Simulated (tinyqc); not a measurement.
Carrier lifetime from Shockley-Read-Hall, radiative, Auger and surface recombination: one step, computed by the program tinyqc.

Energies are counted from the top of the valence band. Boltzmann statistics, full ionisation, and equal excess densities of electrons and holes.

Problem. Capture times and SRH densities. v = sqrt(3 k_B T/m) with m_e or m_h; tau_n0 = 1/(sigma_n v_n N_t), tau_p0 = 1/(sigma_p v_p N_t); n1 = N_c exp(-(E_g - E_t)/k_B T), p1 = N_v exp(-E_t/k_B T).

Inputs (values chosen for the exercise, with bands modelled on silicon):
```
quantity                          value   unit
gap E_g                            1.13     eV
electron mass m_e                 0.336    m_0
hole mass m_h                     0.784    m_0
temperature T                       400      K
trap level E_t                    0.598     eV
trap density N_t                8.2e+12  cm^-3
electron cross-section sigma_n  4.2e-14   cm^2
hole cross-section sigma_p      3.1e-16   cm^2
```

Doping: p-type. Surface term: two equal surfaces.

N_c = 4.514818e+19 cm^-3

N_v = 2.681972e+19 cm^-3

Constants: k_B = 1.380649e-23 J/K; m_0 = 9.1093837015e-31 kg; k_B = 8.617333262e-05 eV/K.

Give: v_n; v_p; tau_n0; tau_p0; n1; p1.

Solution.

v_n = 2.3266e+07 cm/s

v_p = 1.5231e+07 cm/s

tau_n0 = 1.2480e-07 s

tau_p0 = 2.5828e-05 s

n1 = 8.9482e+12 cm^-3

p1 = 7.8340e+11 cm^-3
